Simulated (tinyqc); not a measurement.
Ballistic Schottky-barrier transistor with a two-dimensional channel, WKB contacts: one step of the calculation.

Source Fermi level 0, drain Fermi level -Vd. Far from the contacts Ec = pn - psi, and the gate moves psi one to one; the band edges relax as exp(-x/lam) from pn at the source and pn - Vd at the drain; Ev = Ec - Eg. A carrier of energy w inside the channel band meets at a contact a barrier of height D (the contact edge beyond the channel edge): T = 1 for w >= D, else exp(-S), S = 4 lam sqrt(m/C) [sqrt(D - w) - sqrt(w) arctan sqrt((D - w)/w)], C = hbar^2/(2 m0). The two contacts combine as Ts Td/(Ts + Td - Ts Td).

Question. Current of the holes on a coarse grid. I/W = g (2 q^2/h) int T(w) [N(Es + w) - N(Ed + w)] dw with w the energy of motion along the channel, N(y) = (1/2 pi) sqrt(pi m kB T/C) Fm(-y/kB T), Fm(x) = (1/sqrt(pi)) int_0^infinity u^(-1/2)/(1 + exp(u - x)) du. Electrons: Ds = psi, Dd = psi - Vd, Es = Ec, Ed = Ec + Vd. Holes: Ds = -psi, Dd = Vd - psi, Es = -Ev, Ed = -Ev - Vd. The size of each current is taken; both flow from drain to source and add. Simpson's rule on nE equally spaced w from 0 to wm.

Parameters, values chosen for the exercise; channel values close to those of a black phosphorus layer: temperature T = 350 K; band gap Eg = 0.751 eV; barrier for electrons at both contacts pn = 0.39 eV; hole mass mp = 0.14 m0; valleys or subbands g = 1; screening length at the contacts lam = 1.3 nm; drain bias Vd = 0.5 V; band shift psi of the channel by the gate ps = -0.4 V; upper end of the grid wm = 1.1 eV; points of the grid nE = 17.

Constants: q = 1.602176634e-19 C, kB = 1.380649e-23 J/K, hbar = 1.054571817e-34 J s, h = 6.62607015e-34 J s, m0 = 9.1093837015e-31 kg, Vt = kB T/q, hbar^2/(2 m0) = 0.0380998212 eV nm^2. Results are converted to the units shown.

Give: w; Ts; Td; T; size of the supply difference; current.

Answer.

```
point  w (eV)        Ts        Td         T  size of the supply difference (1/um)
0       0.000  0.001828  7.819e-5  7.498e-5                                 338.7
1       0.069   0.06401  0.003298  0.003146                                 389.8
2       0.138    0.1986   0.01249   0.01189                                 382.2
3       0.206    0.4054   0.03170   0.03029                                 350.4
4       0.275    0.6548   0.06516   0.06299                                 311.7
5       0.344    0.8890    0.1167    0.1151                                 266.6
6       0.412     1.000    0.1893    0.1893                                 210.8
7       0.481     1.000    0.2838    0.2838                                 134.1
8       0.550     1.000    0.3988    0.3988                                 44.59
9       0.619     1.000    0.5299    0.5299                                 6.357
10      0.688     1.000    0.6695    0.6695                                0.6795
11      0.756     1.000    0.8062    0.8062                               0.06986
12      0.825     1.000    0.9245    0.9245                              0.007153
13      0.894     1.000    0.9982    0.9982                              7.320e-4
14      0.963     1.000     1.000     1.000                              7.492e-5
15      1.031     1.000     1.000     1.000                              7.667e-6
16      1.100     1.000     1.000     1.000                              7.846e-7
```

current = 889.0 uA/um

Range of the model: No scattering, image-force lowering, channel charge or band-to-band tunnelling; parabolic kappa overstates S deep in the gap.

Numbers from tinyqc (`OMP_NUM_THREADS=1 python tinyqc.py 2390110 2390111 out.jsonl`; about 0.3 s on one thread of a shared Intel Xeon 2.30GHz).
